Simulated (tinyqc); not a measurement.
Worked calculation: CCSD on RHF in the 6-31g basis, for H4, spin multiplicity 1. One step of it, computed by the program tinyqc.

Question. Iteration 7 (converged): orbitals. Diagonalise F' = X^T F X, C = X C', fill 2 alpha and 2 beta electrons from the bottom; D = 2 C_occ C_occ^T. Each column has its largest component positive (the first on a tie).

converged F (hartree), lower triangle:
```
           1H 1s      1H 2s      2H 1s      2H 2s      3H 1s      3H 2s      4H 1s      4H 2s
1H 1s   0.017207
1H 2s  -0.475578  -0.338311
2H 1s  -0.507388  -0.497172  -0.035721
2H 2s  -0.469384  -0.395393  -0.527795  -0.432145
3H 1s  -0.049773  -0.144264  -0.252854  -0.327079  -0.035721
3H 2s  -0.184899  -0.228342  -0.327079  -0.339890  -0.527795  -0.432145
4H 1s   0.019909  -0.029918  -0.049773  -0.184899  -0.507388  -0.469384   0.017207
4H 2s  -0.029918  -0.090102  -0.144264  -0.228342  -0.497172  -0.395393  -0.475578  -0.338311
```

X, lower triangle:
```
           1H 1s      1H 2s      2H 1s      2H 2s      3H 1s      3H 2s      4H 1s     4H 2s
1H 1s   1.279591
1H 2s  -0.470324   2.163253
2H 1s  -0.127865   0.134906   1.298467
2H 2s  -0.035008  -1.585004  -0.650605   3.589032
3H 1s   0.003675   0.007609  -0.016133   0.084592   1.298467
3H 2s   0.130484   0.672361   0.084592  -2.017950  -0.650605   3.589032
4H 1s  -0.016746  -0.046968   0.003675   0.130484  -0.127865  -0.035008   1.279591
4H 2s  -0.046968  -0.219524   0.007609   0.672361   0.134906  -1.585004  -0.470324  2.163253
```

Give: F' = X^T F X; orbital energies; coefficients C; D after iteration 7.

Answer.

F' = X^T F X (hartree), lower triangle:
```
        1       2       3       4       5       6       7      8
1   0.629
2  -0.557   0.265
3  -0.421  -0.083   0.611
4  -0.188  -0.233  -0.634   0.496
5   0.057   0.013  -0.130  -0.079   0.611
6   0.076  -0.061  -0.079  -0.252  -0.634   0.496
7  -0.019  -0.006   0.057   0.076  -0.421  -0.188   0.629
8  -0.006   0.038   0.013  -0.061  -0.083  -0.233  -0.557  0.265
```

orbital energies (hartree): MO1 -0.673, MO2 -0.491, MO3 0.178, MO4 0.394, MO5 0.819, MO6 1.066, MO7 1.313, MO8 1.394

coefficients C:
```
         MO1     MO2     MO3     MO4     MO5     MO6     MO7     MO8
1H 1s  0.187   0.250   0.145   0.081   0.610  -0.801  -0.718   0.491
1H 2s  0.136   0.220   1.021  -1.883  -0.447  -0.204   1.090  -1.360
2H 1s  0.246   0.204  -0.141   0.187   0.533  -0.345   0.797  -0.978
2H 2s  0.195   0.349  -0.754   2.728  -0.413   2.040  -1.019   2.613
3H 1s  0.246  -0.204  -0.141  -0.187   0.533   0.345   0.797   0.978
3H 2s  0.195  -0.349  -0.754  -2.728  -0.413  -2.040  -1.019  -2.613
4H 1s  0.187  -0.250   0.145  -0.081   0.610   0.801  -0.718  -0.491
4H 2s  0.136  -0.220   1.021   1.883  -0.447   0.204   1.090   1.360
```

D after iteration 7, lower triangle:
```
        1H 1s   1H 2s   2H 1s   2H 2s  3H 1s  3H 2s  4H 1s  4H 2s
1H 1s   0.194
1H 2s   0.161   0.134
2H 1s   0.194   0.157   0.204
2H 2s   0.247   0.207   0.238   0.320
3H 1s  -0.010  -0.022   0.038  -0.046  0.204
3H 2s  -0.102  -0.100  -0.046  -0.168  0.238  0.320
4H 1s  -0.055  -0.059  -0.010  -0.102  0.194  0.247  0.194
4H 2s  -0.059  -0.059  -0.022  -0.100  0.157  0.207  0.161  0.134
```
